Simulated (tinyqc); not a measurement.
Lattice vibrations of a chain, step by step. One step of it, computed by the program tinyqc.

Question. Dynamical matrix at q = 0.17. q is in units of 2 pi/a. A spring k from atom i to atom j, n cells on, adds k to Phi_ii and Phi_jj, -k exp(2 pi i q n) to Phi_ij and the conjugate to Phi_ji (for one atom a cell: 2k (1 - cos 2 pi q n)); D_ij = Phi_ij / sqrt(m_i m_j).

A chain moving along its axis:
```
atom                 mass (u)  spring to the next atom (eV/angstrom^2)
1                   52.300000                                16.900000
2                   22.400000                                25.000000
3                  115.200000                                11.400000
4                   80.600000                                28.700000
second neighbours           -                                 2.700000
```

Give: D(q).

Answer.

D(q) (eV/(angstrom^2 u)), lower triangle (Hermitian):
```
               1              2       3      4
1          0.975
2         -0.494          2.112
3  -0.052-0.030i         -0.492   0.363
4  -0.213-0.387i  -0.094-0.056i  -0.118  0.565
```
